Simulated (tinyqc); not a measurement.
Energy against buckling: buckled dimers of a reconstructed (001) surface, two dangling bonds a dimer.

In a dimer one atom moves up by z and the other down by z; the dangling bond of the up atom (more s-like) falls by gm z and that of the down atom rises by gm z. With all dimers tilted alike: H(k) = [[-gm z - 2 ta cos k, -tp - 2 tx cos k], [., gm z - 2 ta cos k]], k along the row in 1/a. Two electrons a dimer fill the lowest N of the 2N levels on the mesh k_j = (j + 1/2) pi/N. Total energy a dimer: W(z) = (2/N) sum of the filled levels + kf z^2. Repulsion between electrons is left out.

Inputs chosen for the exercise (of the size met on diamond (001); the results hold for these values, not for the real material): tp = 0.97 eV (pi coupling inside a dimer); ta = 0.12 eV (coupling between like atoms along the row); tx = 0.02 eV (diagonal coupling along the row); gm = 1.62 eV/angstrom (shift of a dangling bond with height); kf = 3.6 eV/angstrom^2 (force constant of buckling); N = 8 (k points).

W relative to z = 0; gap as lowest upper less highest lower level on 201 points from 0 to pi.

Per dimer (eV):

| z (angstrom) | band energy | elastic | W | gap |
|---|---|---|---|---|
| 0.00 | 0.0000 | 0.0000 | 0.0000 | 1.4600 |
| 0.05 | -0.0068 | 0.0090 | 0.0022 | 1.4668 |
| 0.10 | -0.0269 | 0.0360 | 0.0091 | 1.4869 |
| 0.15 | -0.0600 | 0.0810 | 0.0210 | 1.5200 |
| 0.20 | -0.1054 | 0.1440 | 0.0386 | 1.5655 |
| 0.30 | -0.2300 | 0.3240 | 0.0940 | 1.6902 |
| 0.40 | -0.3933 | 0.5760 | 0.1827 | 1.8535 |
| 0.50 | -0.5877 | 0.9000 | 0.3123 | 2.0480 |
| 0.60 | -0.8067 | 1.2960 | 0.4893 | 2.2670 |

How do the results move, and what explains it?

No row lies below the flat dimer. The band energy falls as z^2 at first and linearly, as -2 gm z, once gm z is far above tp, so the elastic term always wins at large z. The gap is open at all z.

Run: tinyqc, `OMP_NUM_THREADS=1 python tinyqc.py 1450654 1450655 out.jsonl`; Intel(R) Xeon(R) Processor @ 2.30GHz, one thread, shared host; about 0.01 s of CPU time with all checks.
